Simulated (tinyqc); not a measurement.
# Effect of the position of a charge sheet

One sheet of 1.7e11 cm^-2 lies at the depth x from the gate; it shifts Vfb by -(q/eps0) Q s, with s = x/e2 in layer 2 and t2/e2 + (x - t2)/e1 in layer 1, and it induces the share s/(t1/e1 + t2/e2) of its image in the semiconductor.

Values chosen for this exercise:
- t1 = 0.6 nm (thickness of layer 1, next to the semiconductor)
- e1 = 3.76 (relative permittivity of layer 1)
- t2 = 4.1 nm (thickness of layer 2, next to the gate)
- e2 = 9.08 (relative permittivity of layer 2)

Constants: q = 1.602176634e-19 C, eps0 = 8.8541878128e-14 F/cm where lengths are in cm. Results are converted to the units shown.

Result of one run:
```
x (nm)  shift (mV)  image in the semiconductor (%)
2.35       -7.9615                          42.350
```

What becomes of these results when the depth of the sheet x is changed from 2.35 to 4.11 nm, all else the same?

Result of the changed run:
```
x (nm)  shift (mV)  image in the semiconductor (%)
4.11       -13.972                          74.323
```

The whole series:
```
x (nm)  shift (mV)  image in the semiconductor (%)
0                0                               0
0.59       -1.9988                          10.633
1.17       -3.9638                          21.085
1.76       -5.9626                          31.718
2.35       -7.9615                          42.350
2.94       -9.9603                          52.983
3.52       -11.925                          63.436
4.11       -13.972                          74.323
4.7        -18.799                          100.00
```

The shift grows from 0 at the gate to -18.8 mV at the semiconductor, by -3.39 mV/nm in layer 2 and -8.18 mV/nm in layer 1, the ratio of the permittivities. A sheet between the layers has 73.9 % of its full effect.

Computed by the program tinyqc: `OMP_NUM_THREADS=1 python tinyqc.py 2010037 2010038 out.jsonl`, one thread of a shared Intel Xeon 2.30GHz, about 0.01 s for the whole run.
